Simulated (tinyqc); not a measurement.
# Haynes-Shockley experiment: what a collector records, against the distance from injector to collector

A sheet injected at x = 0, t = 0 gives at x = L the signal n(t) = N0 exp(-t/tau - (L - v t)^2/(4 D t))/sqrt(4 pi D t), D = mu Vt, v = mu F. Its peak lies at tp = [-D + sqrt(D^2 + u^2 L^2)]/u^2, u^2 = v^2 + 4 D/tau; dt is the full width at half height. Simple readings: mobility L/(F tp), diffusion coefficient (L dt/tp)^2/(16 ln 2 tp). Area v times the integral of n over N0: (v/u) exp(L (v - u)/(2 D)).

Parameters, values chosen for the exercise: temperature T = 350 K; minority-carrier mobility mu = 478 cm^2/(V s); sweep field along the drift F = 13 V/cm; lifetime tau = 5.8e-6 s.

Constants: q = 1.602176634e-19 C, kB = 1.380649e-23 J/K, Vt = kB T/q. Results are converted to the units shown.

Result of one run:

| L (um) | L/v (us) | tp (us) | dt (us) | apparent mobility (cm^2/(V s)) | apparent D (cm^2/s) | area | exp(-L/(v tau)) |
|---|---|---|---|---|---|---|---|
| 110 | 1.7702 | 1.3094 | 2.0224 | 646.23 | 19.880 | 0.66878 | 0.73697 |

What becomes of these results when the distance from injector to collector L is changed from 110 to 480 um, all else the same?

Result of the changed run:

| L (um) | L/v (us) | tp (us) | dt (us) | apparent mobility (cm^2/(V s)) | apparent D (cm^2/s) | area | exp(-L/(v tau)) |
|---|---|---|---|---|---|---|---|
| 480 | 7.7245 | 6.5979 | 4.6311 | 559.62 | 15.513 | 0.25406 | 0.26400 |

The whole series:

| L (um) | L/v (us) | tp (us) | dt (us) | apparent mobility (cm^2/(V s)) | apparent D (cm^2/s) | area | exp(-L/(v tau)) |
|---|---|---|---|---|---|---|---|
| 110 | 1.7702 | 1.3094 | 2.0224 | 646.23 | 19.880 | 0.66878 | 0.73697 |
| 180 | 2.8967 | 2.3032 | 2.7086 | 601.16 | 17.542 | 0.55688 | 0.60688 |
| 290 | 4.6669 | 3.8754 | 3.5349 | 575.62 | 16.280 | 0.41763 | 0.44725 |
| 480 | 7.7245 | 6.5979 | 4.6311 | 559.62 | 15.513 | 0.25406 | 0.26400 |
| 790 | 12.713 | 11.044 | 6.0066 | 550.24 | 15.072 | 0.11292 | 0.11170 |
| 1300 | 20.921 | 18.362 | 7.7569 | 544.62 | 14.811 | 0.029743 | 0.027134 |
| 2100 | 33.795 | 29.841 | 9.8978 | 541.33 | 14.660 | 0.0036690 | 0.0029479 |
| 3500 | 56.324 | 49.932 | 12.811 | 539.20 | 14.562 | 9.4206e-5 | 6.0607e-5 |

True values: mu = 478 cm^2/(V s), D = 14.4 cm^2/s. The apparent mobility is 35 % above the true one in the first row and 13 % above it in the last, and the apparent D 38 % above and 1.0 % above D. The peak always comes before L/v, since spreading and decay both weigh down the later part of the signal; the shift is 26 % and 11 % in these rows.

tinyqc, about 0.01 s, one thread, Intel Xeon 2.30GHz (shared host): `OMP_NUM_THREADS=1 python tinyqc.py 2310010 2310011 out.jsonl`
